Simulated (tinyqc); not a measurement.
Deep level with several charge states, and Shockley-Read-Hall recombination, step by step. Values are carried at full precision from step to step, so a last printed digit may differ when a step is redone from the rounded ones.

Energies from Ev. The defect has charge states +1, 0, -1 with weights 1, gm exp((EF - E1)/kT), exp((2 EF - E1 - E2)/kT); the shares are the weights over their sum. Boltzmann carriers: n = Nc exp((EF - Eg)/kT), p = Nv exp(-EF/kT). Neutrality: p - n + Nd + Nt <q> = 0.

Constants: kB = 8.617333262e-05 eV/K.

Values chosen for the exercise (gap and densities of states near those of Si at this temperature; not measured data): Eg = 1.119 eV (gap); Nc = 2.67e+19 1/cm^3 (conduction-band density of states); Nv = 1.21e+19 1/cm^3 (valence-band density of states); T = 300 K; E1 = 0.263 eV (level (+1/0) above Ev); E2 = 0.863 eV (level (0/-1) above Ev); gm = 1 (degeneracy of the middle state, the others 1); Nt = 8.1e+13 1/cm^3 (defects); Nd = -2.8e+13 1/cm^3 (ionised shallow donors minus acceptors); E_try = 0.542 eV (trial Fermi level); Et = 0.263 eV (recombination level above Ev); sn = 2e-16 cm^2 (electron capture cross-section); sp_ = 1.5e-14 cm^2 (hole capture cross-section); vth = 18000000 cm/s (thermal velocity, both carriers); Nm = 2e+15 1/cm^3 (equilibrium holes for the lifetime steps); dn = 1.1e+14 1/cm^3 (excess pairs).

## Charge states at a trial Fermi level

Form the exponents, the shares, the mean charge and the residual of neutrality at EF = E_try.

exponents of the second and third weights: 10.792  -1.625

shares: +1 0.0000, 0 1.0000, -1 0.0000

<q> = 0.0000

n, p (1/cm^3): 5.41e+09  9.50e+09

residual = -2.80e+13 1/cm^3

The residual is negative, so EF must fall.

## The neutral state

Solve for EF.

EF = 0.3395 eV

shares at EF: +1 0.049, 0 0.951, -1 0.000

n = 2.14e+06 1/cm^3
p = 2.40e+13 1/cm^3

Without the defects the majority density would be 2.80e+13 1/cm^3; with them the density of these carriers is 2.40e+13, so they compensate part of the doping. Most defects are in the state 0.

## Recombination through one level

One level at Et with degeneracy 1: tn = 1/(sn vth Nt), tp = 1/(sp_ vth Nt), n1 = Nc exp((Et - Eg)/kT), p1 = Nv exp(-Et/kT), ni^2 = n1 p1. Equilibrium p0 = Nm, n0 = ni^2/Nm; n = n0 + dn, p = p0 + dn. U = (n p - ni^2)/(tp (n + n1) + tn (p + p1)), lifetime dn/U; emission rates en = sn vth n1, ep = sp_ vth p1.

Evaluate each quantity.

tn, tp (microsecond): 3.429  0.04572

n1, p1 (1/cm^3): 1.11e+05  4.62e+14

U = 2.63e+19 1/(cm^3 s)
lifetime = 4.18 microsecond

The lifetime is 1.220 times the minority capture time tn and 1.2 times tn + tp, the limit of high injection.

## Emission and generation in a depleted region

With n = p = 0 the level generates pairs at G = Nt en ep/(en + ep); generation lifetime tg = ni/G; current density e G W for a width W = 1 micrometre, e = 1.602176634e-19 C.

en, ep (1/s): 0.000401  1.25e+08

G = 3.24e+10 1/(cm^3 s)
tg = 2.21e+05 microsecond
current density = 5.20e-13 A/cm^2

The slower step, electron emission, limits the rate: en/ep = 3.21e-12.

## Checks

- U against hole capture minus emission at the steady occupation of the level (1/(cm^3 s)): both 2.630e+19.

Program tinyqc; command `OMP_NUM_THREADS=1 python tinyqc.py 1682019 1682020 out.jsonl`; about 0.01 s on one thread of a shared Intel(R) Xeon(R) Processor @ 2.30GHz.
